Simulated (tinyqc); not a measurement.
Worked calculation: thresholds of impact ionisation and Auger recombination from band masses. Values are carried at full precision from step to step, so a last printed digit may differ when a step is redone from the rounded ones.

Parabolic bands, no phonon. At threshold the three slow carriers share one velocity. With M their total mass and m4 the mass of the fast carrier, the fast carrier has the kinetic energy E_T = G M/(M - m4) and the slow ones together E_a = G m4/(M - m4), the activation energy of the Auger rate. CCCH (fast electron): G = Eg, M = 2 me + mh, m4 = me. CHHS (hole into the split-off band): G = Eg - Dso, M = 2 mh + me, m4 = ms; this form holds for Eg > Dso (below, the process needs about Dso - Eg and is marked by a dash). CHHL (hole into the light band): G = Eg, M = 2 mh + me, m4 = ml. CHHH (fast heavy hole): G = Eg, M = 2 mh + me, m4 = mh.

Constants: kB = 8.617333262e-05 eV/K; hbar^2/2m0 = 3.80998211 eV angstrom^2.

Values chosen for the exercise (near those of InSb, gap at low temperature and not tied to T; the results hold for these values, not for the real material):
- Eg = 0.24 eV (gap at Gamma to the s-like level)
- Dso = 0.787 eV (spin-orbit splitting)
- me = 0.0135 m0 (electron mass at Gamma)
- mh = 0.38 m0 (heavy-hole mass)
- ms = 0.109 m0 (split-off mass)
- ml = 0.0152 m0 (light-hole mass)
- T = 250 K (temperature)

## Thresholds of four processes

Give G, M, m4, E_T, E_a and E_a/kT.

Results:
```
process   G (eV)       M      m4  E_T (eV)  E_a (eV)  E_a/kT
CCCH      0.2400  0.4070  0.0135    0.2482    0.0082    0.38
CHHS     -0.5470  0.7735  0.1090         -         -       -
CHHL      0.2400  0.7735  0.0152    0.2448    0.0048    0.22
CHHH      0.2400  0.7735  0.3800    0.4718    0.2318   10.76
```

The lowest activation energy is that of CHHL (5 meV), then CCCH (8 meV). At equal G a light fast carrier takes up the energy with little momentum, so little is asked of the slow ones; CHHH asks 0.97 Eg. For equal masses E_T would be 3/2 Eg; for electrons here it is 1.034 Eg.

## Momenta at the CCCH threshold

At the threshold of the parabolic CCCH process the fast electron has E_T = Eg M/(M - me), M = 2 me + mh, and the slow carriers E_a = E_T - Eg together. It has k4 = sqrt(me E_T/c), c = hbar^2/2m0; the slow carriers share k4 in proportion to their masses. Give the wave vectors and kinetic energies, and check that they add up to E_a.

k4 = 0.02966 1/angstrom

electron, electron, hole (1/angstrom): [0.00098, 0.00098, 0.02769]

their kinetic energies (meV): [0.27, 0.27, 7.69]

sum = 8.23 meV

The hole carries 93 % of the momentum and of the energy of the slow carriers.

## Non-parabolicity raises the threshold

Non-parabolic fast electron: E (1 + alpha E) = c k^2/me with alpha = (1 - me)^2/Eg; the slow carriers stay parabolic, so E_T = Eg + me E_T (1 + alpha E_T)/M, M = 2 me + mh (the root between Eg and 1.9 Eg).

Give alpha, E_T, E_a = E_T - Eg and k4.

alpha = 4.0549 1/eV
E_T = 0.2575 eV
E_a = 0.01745 eV
k4 = 0.04318 1/angstrom

E_a is 2.12 times the parabolic value, since an electron at E_T above the edge has 1 + alpha E_T = 2.04 times the squared momentum, and E_T itself is 1.04 times higher.

## Temperature dependence

For non-degenerate carriers at fixed densities the Auger coefficient goes as exp(-E_a/kT), up to slowly varying powers of T. Give exp(-E_a/kT) for the parabolic and the non-parabolic CCCH value, and the characteristic temperature T0 = kT^2/E_a of each.

Boltzmann factors: [0.6824, 0.4448]

T0 (K): [654, 309]

Non-parabolicity lowers the factor by 1.5 times; direct CCCH stays open at this temperature.

## Checks

- Largest energy that an electron at k4 can give to a pair, by numerical search, against Eg (eV): both 0.2400.

Computed by tinyqc, a small Python program: `OMP_NUM_THREADS=1 python tinyqc.py 1881261 1881262 out.jsonl` (the numbers bound the seed that draws the inputs); one thread of a shared host (Intel(R) Xeon(R) Processor @ 2.30GHz), about 0.01 s for the whole set of steps.
